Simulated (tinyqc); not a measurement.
# Metal-interlayer-semiconductor contact, depinning against tunnelling resistance, step by step

Program tinyqc, `OMP_NUM_THREADS=1 python tinyqc.py 2270169 2270170 out.jsonl`; Intel Xeon 2.30GHz, shared host, one thread, about 0.04 s. Printed values are rounded.

Zero bias, n-type semiconductor. Gap states at the semiconductor surface thin out as exp(-be ti), which unpins the barrier; electrons must then cross the interlayer (a rectangular barrier, no voltage drop across it) and the parabolic depleted layer, both by WKB. Energies E are counted from the Fermi level; no image force, parabolic bands.

Values chosen for this exercise; semiconductor values close to those of germanium; interlayer mass of the order of that in aluminium oxide, offset chosen freely:
- T = 250 K (temperature)
- Eg = 0.679 eV (band gap)
- eps_r = 15.5 (relative permittivity)
- chi = 4.06 eV (electron affinity)
- Nc = 7.91e18 cm^-3 (conduction-band density of states at T)
- mt = 0.124 m0 (tunnelling mass in the semiconductor)
- mA = 1.08 m0 (Richardson mass)
- Nd = 3.3e18 cm^-3 (donor density)
- E0 = 0.092 eV (charge-neutrality level above the valence band)
- S0 = 0.05 (pinning factor without interlayer)
- phiM = 4.43 eV (metal work function)
- ti = 1.1 nm (interlayer thickness)
- dE = 2.46 eV (conduction-band offset of the interlayer above the semiconductor)
- mi = 0.36 m0 (tunnelling mass in the interlayer)
- be = 1.7 1/nm (decay constant of gap states through the interlayer)

Constants: q = 1.602176634e-19 C, kB = 1.380649e-23 J/K, eps0 = 8.8541878128e-12 F/m, hbar = 1.054571817e-34 J s, h = 6.62607015e-34 J s, m0 = 9.1093837015e-31 kg, Vt = kB T/q, hbar^2/(2 m0) = 0.0380998212 eV nm^2. Results are converted to the units shown.

Range of the model: The depletion charge would drop about 0.12 V across such an interlayer (eps_r near 9) at ti = 1.1 nm and Nd = 3.3e18 cm^-3, against a band bending of 0.52 V; this model leaves that drop out.

## Pinning, barrier and scales

S = 1/(1 + (1/S0 - 1) exp(-be ti)); phiB = S (phiM - chi) + (1 - S)(Eg - E0); xi = Ec - EF deep inside, from Nd = Nc F(-xi/Vt), F(x) = (2/sqrt(pi)) int_0^infinity sqrt(u) du/(1 + exp(u - x)); band bending U = phiB - xi; E00 = (hbar/2) sqrt(Nd/(eps0 eps_r mt m0)) in volts; A = 4 pi q mA m0 kB^2/h^3.

S = 0.254560
phiB = 0.531761 eV
xi = 0.0156740 eV
U = 0.516087 eV
E00 = 0.0243281 eV
A = 129.787 A/(cm^2 K^2)

The interlayer moves the barrier from 0.576 eV to 0.532 eV; the unpinned limit is phiM - chi = 0.370 eV. E00/Vt = 1.13: by the usual rule of thumb (0.5 to 5) thermionic-field emission.

## Exponents and integrand on an energy grid

E, point 0 to 13 (eV): [0.02, 0.05538, 0.09077, 0.12615, 0.16154, 0.19692, 0.23231, 0.26769, 0.30308, 0.33846, 0.37385, 0.40923, 0.44462, 0.48]

With U = phiB - xi: for xi < E < phiB, y = (E - xi)/U and G1 = (U/E00) [sqrt(1 - y) - y ln((1 + sqrt(1 - y))/sqrt(y))], G1 = 0 above phiB; G2 = 2 ti sqrt(mi max(phiB + dE - E, 0)/C), C = hbar^2/(2 m0); f = 1/(1 + exp(E/Vt)); integrand exp(-G1 - G2) f.

G1, point 0 to 13: [20.5765, 17.1893, 14.6140, 12.4241, 10.5005, 8.7876, 7.2514, 5.8721, 4.6357, 3.5344, 2.5634, 1.7229, 1.0170, 0.4586]
G2, point 0 to 13: [11.6579, 11.5883, 11.5182, 11.4478, 11.3769, 11.3055, 11.2337, 11.1615, 11.0887, 11.0155, 10.9418, 10.8676, 10.7929, 10.7177]
f, point 0 to 13: [0.283257, 0.0710525, 0.0145807, 0.00285553, 5.53677e-4, 1.07206e-4, 2.07409e-5, 4.01426e-6, 7.76561e-7, 1.50296e-7, 2.90747e-8, 5.62712e-9, 1.08857e-9, 2.10681e-10]
integrand, point 0 to 13 (in units of 1e-13): [0.02838, 0.22576, 0.65266, 1.22534, 1.74590, 2.01321, 1.94465, 1.60693, 1.15119, 0.72110, 0.39653, 0.19155, 0.08088, 0.02950]

## Contact resistivity

1/rho_c = (A T^2/Vt^2) I, with I the trapezoid sum of the integrand over the grid.

I = 4.24076e-14 eV
rho_c = 1349.2 ohm cm^2

A fine grid from xi upwards gives rho_c = 1345 ohm cm^2; the coarse value is 0.31 % above it. The integrand peaks at E = 0.21 eV, and 0.025 % of the current flows above phiB. Tunnelling through the interlayer costs a factor of 78300 at this barrier height; the bare contact (ti = 0) has rho_c = 0.0721 ohm cm^2, so with the interlayer rho_c is 18700 times that.
